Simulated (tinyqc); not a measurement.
# Metal-interlayer-semiconductor contact, depinning against tunnelling resistance: two studies

Zero bias, n-type semiconductor. Gap states at the semiconductor surface thin out as exp(-be ti), which unpins the barrier; electrons must then cross the interlayer (a rectangular barrier, no voltage drop across it) and the parabolic depleted layer, both by WKB. Energies E are counted from the Fermi level; no image force, parabolic bands.

Values chosen for this exercise; semiconductor values close to those of silicon; interlayer mass of the order of that in titanium dioxide, offset chosen freely:
```
symbol   value   unit                                                           meaning
T          300      K                                                       temperature
Eg        1.09     eV                                                          band gap
eps_r     11.7                                                    relative permittivity
chi       3.94     eV                                                 electron affinity
Nc      2.8e19  cm^-3                            conduction-band density of states at T
mt       0.193     m0                              tunnelling mass in the semiconductor
mA        2.01     m0                                                   Richardson mass
Nd      6.2e18  cm^-3                                                     donor density
E0        0.37     eV                    charge-neutrality level above the valence band
S0        0.27                                        pinning factor without interlayer
phiM      4.53     eV                                               metal work function
ti         0.6     nm                                              interlayer thickness
dE        0.07     eV  conduction-band offset of the interlayer above the semiconductor
mi         0.3     m0                                 tunnelling mass in the interlayer
be         3.1   1/nm               decay constant of gap states through the interlayer
```

Constants: q = 1.602176634e-19 C, kB = 1.380649e-23 J/K, eps0 = 8.8541878128e-12 F/m, hbar = 1.054571817e-34 J s, h = 6.62607015e-34 J s, m0 = 9.1093837015e-31 kg, Vt = kB T/q, hbar^2/(2 m0) = 0.0380998212 eV nm^2. Results are converted to the units shown.

Each table varies one quantity; the others keep the values above.

## Contact resistivity against the interlayer thickness

S = 1/(1 + (1/S0 - 1) exp(-be ti)); phiB = S (phiM - chi) + (1 - S)(Eg - E0); xi = Ec - EF deep inside, from Nd = Nc F(-xi/Vt), F(x) = (2/sqrt(pi)) int_0^infinity sqrt(u) du/(1 + exp(u - x)); band bending U = phiB - xi; E00 = (hbar/2) sqrt(Nd/(eps0 eps_r mt m0)) in volts; A = 4 pi q mA m0 kB^2/h^3. With U = phiB - xi: for xi < E < phiB, y = (E - xi)/U and G1 = (U/E00) [sqrt(1 - y) - y ln((1 + sqrt(1 - y))/sqrt(y))], G1 = 0 above phiB; G2 = 2 ti sqrt(mi max(phiB + dE - E, 0)/C), C = hbar^2/(2 m0); f = 1/(1 + exp(E/Vt)); 1/rho_c = (A T^2/Vt^2) times the integral of exp(-G1 - G2) f over E from xi upwards. Shares under 0.001 % are printed as 0; rows without band bending are left out.

The same in every row: E00/Vt = 1.19.

Contact resistivity against the interlayer thickness:

| ti (nm) | S | phiB (eV) | rho_c (ohm cm^2) | rho_c with G2 = 0 (ohm cm^2) | peak of the integrand (eV) | share above phiB (%) |
|---|---|---|---|---|---|---|
| 0 | 0.270 | 0.685 | 0.0206 | 0.0206 | 0.238 | 0.00541 |
| 0.3 | 0.484 | 0.657 | 0.0314 | 0.00996 | 0.241 | 0.0173 |
| 0.6 | 0.704 | 0.629 | 0.0440 | 0.00472 | 0.245 | 0.0535 |
| 0.9 | 0.858 | 0.609 | 0.0738 | 0.00281 | 0.252 | 0.145 |
| 1.2 | 0.939 | 0.598 | 0.155 | 0.00213 | 0.263 | 0.348 |
| 1.5 | 0.975 | 0.593 | 0.372 | 0.00189 | 0.277 | 0.785 |
| 1.8 | 0.990 | 0.591 | 0.939 | 0.00179 | 0.294 | 1.72 |
| 2.1 | 0.996 | 0.591 | 2.36 | 0.00176 | 0.313 | 3.71 |
| 2.4 | 0.998 | 0.590 | 5.73 | 0.00174 | 0.335 | 7.78 |

As ti goes from 0 to 2.4, phiB falls from 0.685 to 0.590 eV and rho_c rises from 0.0206 to 5.73 ohm cm^2. No thickness listed beats the bare contact: tunnelling through the layer costs more than the change of the barrier gains. The ratio of rho_c to its value with G2 = 0 runs from 1.00 to 3290.

## Contact resistivity against the donor density

Same model as above.

The same in every row: S = 0.704; phiB (eV) = 0.629.

Results:

| Nd (cm^-3) | E00/Vt | rho_c (ohm cm^2) | rho_c with G2 = 0 (ohm cm^2) | peak of the integrand (eV) | share above phiB (%) |
|---|---|---|---|---|---|
| 9.3e17 | 0.461 | 6.67 | 1.73 | 0.547 | 8.10 |
| 2.1e18 | 0.693 | 1.51 | 0.279 | 0.453 | 1.83 |
| 4.7e18 | 1.04 | 0.131 | 0.0161 | 0.303 | 0.159 |
| 2.4e19 | 2.34 | 1.05e-4 | 7.54e-6 | 0.0492 | 0 |
| 5.3e19 | 3.48 | 4.98e-6 | 3.24e-7 | 0.0135 | 0 |
| 1.2e20 | 5.24 | 4.26e-7 | 2.57e-8 | -0.00973 | 0 |
| 2.7e20 | 7.85 | 6.75e-8 | 3.80e-9 | -0.0273 | 0 |
| 6e20 | 11.7 | 1.74e-8 | 9.01e-10 | -0.0414 | 0 |

Estimate the missing row, Nd = 1.1e19 cm^-3.

Computed row:

| Nd (cm^-3) | E00/Vt | rho_c (ohm cm^2) | rho_c with G2 = 0 (ohm cm^2) | peak of the integrand (eV) | share above phiB (%) |
|---|---|---|---|---|---|
| 1.1e19 | 1.59 | 0.00348 | 2.99e-4 | 0.134 | 0.00423 |

With this row back in the table: As Nd goes from 9.3e17 to 6e20, phiB stays at 0.629 eV and rho_c falls from 6.67 to 1.74e-8 ohm cm^2. rho_c goes as Nd^(-1.83) between the first two rows and Nd^(-1.69) between the last two, while E00/Vt goes from 0.461 to 11.7 and the share above the barrier from 8.10 to 0 %. The ratio of rho_c to its value with G2 = 0 runs from 3.85 to 19.4.

Computed by the program tinyqc: `OMP_NUM_THREADS=1 python tinyqc.py 2270054 2270055 out.jsonl`, one thread of a shared Intel Xeon 2.30GHz, about 0.03 s for the whole run.
